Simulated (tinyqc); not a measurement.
Worked calculation: rigid-ion and shell models of the dielectric response of an ionic crystal. Computed by tinyqc, a small Python program that keeps every step. Command: `OMP_NUM_THREADS=1 python tinyqc.py 3010615 3010616 out.jsonl shell walk`. One thread of a shared host (Intel(R) Xeon(R) Processor @ 2.30GHz), about 0.01 s of CPU time with the checks. Intermediate numbers are printed to about 7 digits and carried at full precision; extremes and crossings named in words are read from the listed rows.

Charges +Z and -Z; 6 nearest neighbours, Madelung constant M = 1.747565, volume per ion pair Omega = 2.000000 d^3. Energy per pair U = -M Z^2 e2/d + 6 A exp(-d/rho), e2 = e^2/(4 pi eps_0). In the shell model the anion is a core of charge Y - Z and a massless shell of charge -Y, joined by the spring k; the repulsion acts on the shell. Each ion feels the Lorentz field E + (4 pi/3) P (Gaussian units).

Inputs (values chosen for the exercise, for a model crystal):
```
quantity                       value           unit
nearest-neighbour distance d    2.52       angstrom
ionic charge Z                     1              e
hardness d/rho                  7.74              -
cation mass                      155              u
anion mass                        16              u
shell charge size Y             3.18              e
core-shell spring k              105  eV/angstrom^2
cation polarisability alpha_+    0.6     angstrom^3
film thickness t                 5.8             nm
```

Structure: rock salt.

Constants: e^2/(4 pi eps_0) = 14.39964548 eV angstrom; 1 eV/angstrom^3 = 160.2176634 GPa; nu for 1 eV/(angstrom^2 u) = 15.6333042 THz; 1 THz = 33.35640952 1/cm; eps_0 = 8.8541878128e-12 F/m; h x 1 THz = 4.135667696 meV.

## Equilibrium, bulk modulus and repulsive spring

Zero pressure fixes 6 A exp(-d/rho) = M Z^2 e2 rho/d^2. Then U = -(M Z^2 e2/d)(1 - rho/d), B = M Z^2 e2 (d/rho - 2)/(9 Omega d), and the spring of one sublattice against the other is R = (1/3) x (Laplacian of the repulsion summed over neighbours) = M Z^2 e2 (d/rho - 2)/(3 d^3), so R = 3 B Omega/d^2.

volume Omega = 32.00602 angstrom^3

lattice energy U = -8.695680 eV/pair

bulk modulus B = 31.88106 GPa

repulsive spring R = 3.008667 eV/angstrom^2

## Rigid ions

With C = 4 pi Z^2 e2/(3 Omega): mu lambda_TO = R - C, mu lambda_LO = R + 2 C; eps_inf = 1 and eps_s = lambda_LO/lambda_TO. lambda in eV/(angstrom^2 u) gives the wavenumber 15.6333042 x 33.35640952 x sqrt(lambda); mu is the reduced mass.

Coulomb spring C = 1.884555 eV/angstrom^2

omega_TO, rigid ions = 145.1801 1/cm

omega_LO, rigid ions = 356.4888 1/cm

eps_s, rigid ions = 6.029448

## Shell model: electronic response

Eliminating the shell gives the anion polarisability alpha_- = Y^2 e2/(k + R), the Szigeti charge Z_S = Z - Y R/(k + R) and the softened spring R' = k R/(k + R). With b = 4 pi (alpha_+ + alpha_-)/(3 Omega): eps_inf = (1 + 2b)/(1 - b) (Clausius-Mossotti); Born charge Z* = Z_S (eps_inf + 2)/3.

anion polarisability alpha_- = 1.348179 angstrom^3

Szigeti charge Z_S = 0.9114186 e

softened spring R' = 2.924858 eV/angstrom^2

b = 0.2549680

eps_inf = 2.026673

Born charge Z* = 1.223328 e

Overlap pushes the shell back and lowers the effective charge to 91 % of Z; the local field then raises the Born charge to 122 % of Z.

## Shell model: lattice response

mu lambda_TO = R' - (4 pi e2/(3 Omega)) Z_S^2/(1 - b); mu lambda_LO = mu lambda_TO + 4 pi e2 Z*^2/(eps_inf Omega); eps_s = eps_inf lambda_LO/lambda_TO.

mu lambda_TO = 0.8236475 eV/angstrom^2

omega_TO = 124.2719 1/cm

omega_LO = 306.1389 1/cm

eps_s = 12.29914

share of R' left after the dipole term = 0.2816025

The dipole field cancels 72 % of the short-range spring: a soft TO mode and a high static constant go together.

## As a gate dielectric

Capacitance per area eps_0 eps_s/t; equivalent oxide thickness EOT = t x 3.9/eps_s; the surface optical mode against silicon (eps = 11.7) lies at omega_TO sqrt[(eps_s + 11.7)/(eps_inf + 11.7)], and its squared coupling to channel electrons scales as g = hbar omega_SO [1/(11.7 + eps_inf) - 1/(11.7 + eps_s)], with hbar omega = h c x wavenumber.

capacitance per area = 18.77567 fF/micrometre^2

equivalent oxide thickness = 1.839153 nm

surface optical mode = 164.3191 1/cm

remote-phonon coupling g = 0.6352844 meV

## From rigid to soft shells

The formulas are those given above.

Response against the core-shell spring:
```
k (eV/angstrom^2)   eps_inf        Z_S        Z*  omega_TO (1/cm)  omega_LO (1/cm)     eps_s
84                 2.270788  0.8900390  1.267056         120.8850         299.2647  13.91692
100                2.073500  0.9071189  1.231716         123.6294         304.7077  12.59584
140                1.806070  0.9330980  1.183812         127.2551         313.7666  10.97987
190                1.646368  0.9504294  1.155205         129.3719         320.4112  10.09863
270                1.522491  0.9649551  1.133015         130.9902         326.4057   9.45350
420                1.423005  0.9773821  1.115195         132.2756         331.8787   8.95789
840                1.337529  0.9886507  1.099883         133.3701         337.1451   8.54713
3200               1.276808  0.9970129  1.089007         134.1421         341.2571   8.26340
```

From the stiffest to the softest shell eps_inf rises from 1.28 to 2.27 and Z_S falls from 1.00 to 0.89; omega_LO moves by -12 % and omega_TO by -9.9 %. Screening by eps_inf cuts the LO frequency, which rigid ions overstate (rigid ions: 356 per cm); eps_s goes from 8.26 to 13.92.

Checks made by the program: TO spring by direct elimination of the shell from the 2 x 2 energy matrix (relative difference below 1e-10); Szigeti's relation mu lambda_TO (eps_s + 2)/(eps_inf + 2) = R' (relative difference below 1e-10).
